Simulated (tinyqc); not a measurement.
Born-Mayer model of an ionic crystal AB. Changing the ionic charge z. Computed by tinyqc, a small Python program. Command: `OMP_NUM_THREADS=1 python tinyqc.py 3005437 3005438 out.jsonl bornmayer sweep`. One thread of a shared host (Intel(R) Xeon(R) Processor @ 2.30GHz), about 0.01 s of CPU time with the checks.

Energies are per ion pair and r is the nearest distance of unlike ions.

Inputs (values chosen for the exercise, for a model salt): unlike repulsion lambda = 1580 eV; range rho = 0.298 angstrom; like repulsion lambda2 = 763 eV; dispersion C between like ions = 13 eV angstrom^6.

Structure: caesium chloride. Short range: with like-ion terms.

Constants: e^2/(4 pi eps_0) = 14.39964548 eV angstrom; 1 eV/angstrom^3 = 160.2176634 GPa.

Method:
- Madelung constant M, unlike neighbours z1, like neighbours z2 at f r, volume per pair: rock salt 1.747565, 6, 12, sqrt2, 2 r^3; caesium chloride 1.762675, 8, 6, 2/sqrt3, 8 r^3/(3 sqrt3); zinc blende 1.638055, 4, 12, sqrt(8/3), 16 r^3/(3 sqrt3).
- U(r) = -M z^2 e^2/(4 pi eps_0 r) + z1 lambda exp(-r/rho) + z2 [lambda2 exp(-f r/rho) - C/(f r)^6] (one mean like-ion term for both sublattices).
- Newton steps on g(r) = U'(r), from r = 9 rho: r(new) = r - U'(r)/U''(r), with the move limited to 0.3 angstrom. Where U'' is negative, move 0.3 angstrom downhill. Stop when |U'| is below 1e-9.
- B = U''(r0)/(9 c r0), with the volume written as c r^3.

One run for each value:
```
ionic charge z  lattice energy U (eV per pair)  equilibrium distance r0 (angstrom)  bulk modulus B (GPa)
0.800                                   -4.883                              3.0125                19.142
0.883                                   -6.074                              2.9414                24.863
0.967                                   -7.431                              2.8755                31.693
1.050                                   -8.925                              2.8153                39.555
1.130                                  -10.513                              2.7613                48.262
1.220                                  -12.478                              2.7046                59.486
1.300                                  -14.387                              2.6573                70.823
```

Describe and explain the trends.

Over the rows, lattice energy U (eV per pair) falls from -4.88 to -14.4 (exponent d ln y / d ln x about 2.2 throughout); equilibrium distance r0 (angstrom) falls from 3.01 to 2.66 (exponent d ln y / d ln x -0.24 between the first rows and -0.28 between the last); bulk modulus B (GPa) rises from 19.1 to 70.8 (exponent d ln y / d ln x about 2.7 throughout). U grows faster than z^2, because the stronger attraction also shortens r0.
